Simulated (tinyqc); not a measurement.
# From one set of inputs to another, one input at a time

Model: Frenkel-Kontorova chain: a misfit dislocation (kink) in a monolayer on a periodic substrate. Computed by tinyqc, a small Python program. Command: `OMP_NUM_THREADS=1 python tinyqc.py 3013005 3013006 out.jsonl fkchain ladder`. One thread of a shared host (Intel(R) Xeon(R) Processor @ 2.30GHz), about 0.06 s of CPU time with the checks.

E = sum_j [(k/2)(x_(j+1) - x_j - b)^2 + (W/2)(1 - cos(2 pi x_j/a))], x_j = a (j + u_j). A kink takes u from 0 to 1: the chain is stretched by one period and has one atom fewer than wells.

The inputs printed are set A. Inputs not listed in the table keep their values of set A, so the rows need not describe a real material.

Inputs (values chosen for the exercise, for a model overlayer):

| quantity | value | unit |
|---|---|---|
| spring constant k | 3.99 | eV/angstrom^2 |
| substrate period a | 3.13 | angstrom |
| corrugation W | 8.43 | eV |
| misfit f = (b - a)/a | 0.64 | - |
| atomic mass M | 146 | u |

Constants: nu for 1 eV/(angstrom^2 u) = 15.6333042 THz.

Method. l0 = sqrt(k a^2/(2 W)); kink u(j) = (2/pi) arctan exp(pi j/l0); kink energy at f = 0: E0 = (4/pi) W l0; with misfit E0 - k a^2 f; kinks become favourable at f_c = 2/(pi l0), and a coherent chain with free ends loses stability at f_m = 1/l0. Lowest vibration of the flat chain: nu0 = 15.6333042 THz x sqrt(2 pi^2 W/(a^2 M)).

Each row keeps all changes above it:

| input moved | from | to | kink energy E0 (eV) | critical misfit f_c | gap frequency nu0 (THz) |
|---|---|---|---|---|---|
| set A | - | - | 16.343 | 0.41810 | 5.3322 |
| atomic mass M (u) | 146 | 190 | 16.343 | 0.41810 | 4.6742 |
| corrugation W (eV) | 8.43 | 10.4 | 18.153 | 0.46439 | 5.1917 |
| substrate period a (angstrom) | 3.13 | 3.85 | 22.328 | 0.37754 | 4.2208 |
| misfit f = (b - a)/a | 0.64 | 0.36 | 22.328 | 0.37754 | 4.2208 |
| spring constant k (eV/angstrom^2) | 3.99 | 9.7 | 34.814 | 0.24214 | 4.2208 |

Kink energy E0 goes from 16.3 to 34.8, a factor 2.13 in all. The largest single move comes from spring constant k (a factor 1.56). Critical misfit f_c goes from 0.418 to 0.242, a factor 0.579 in all. The largest single move comes from spring constant k (a factor 0.641), and corrugation W works against it (a factor 1.11). gap frequency nu0 goes from 5.33 to 4.22, a factor 0.792 in all. The largest single move comes from substrate period a (a factor 0.813), and corrugation W works against it (a factor 1.11). The single moves hold for this order of the switches; the total does not depend on the order.

Caution (all rows): a corrugation above 1 eV is larger than real overlayers usually show; it is chosen to keep the kink narrow. Caution (all rows): for l0 below about 3 the kink spans few atoms, and the continuum kink energy is off by about 2 per cent or more.

Extremes, crossings and ranges named in words are read from the listed rows.
